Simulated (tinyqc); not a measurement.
Slope factor and drain-induced lowering from three currents.

Question. With source and body at 0 V, I = A exp((Vg + dd Vd)/(nf Vt)) (1 - exp(-Vd/Vt)). Find nf, the swing nf Vt ln 10 and dd.

Inputs (values chosen for the exercise):
```
symbol,value,unit,meaning
T,358,K,temperature
```

Constants: q = 1.602176634e-19 C, kB = 1.380649e-23 J/K, Vt = kB T/q. Results are converted to the units shown.

currents at (Vg, Vd) = (0, 0.05), (0, 1) and (0.07, 1) V (nA/um): [0.099872568, 0.40325941, 2.2794092]

Solution. The pair at equal Vd gives nf; the pair at equal Vg, after dividing out the factors 1 - exp(-Vd/Vt), gives dd.

nf = 1.310
swing = 93.06 mV/decade
dd = 0.05000

Computed by the program tinyqc: `OMP_NUM_THREADS=1 python tinyqc.py 2242124 2242125 out.jsonl`, one thread of a shared Intel Xeon 2.30GHz, about 0.03 s for the whole run.
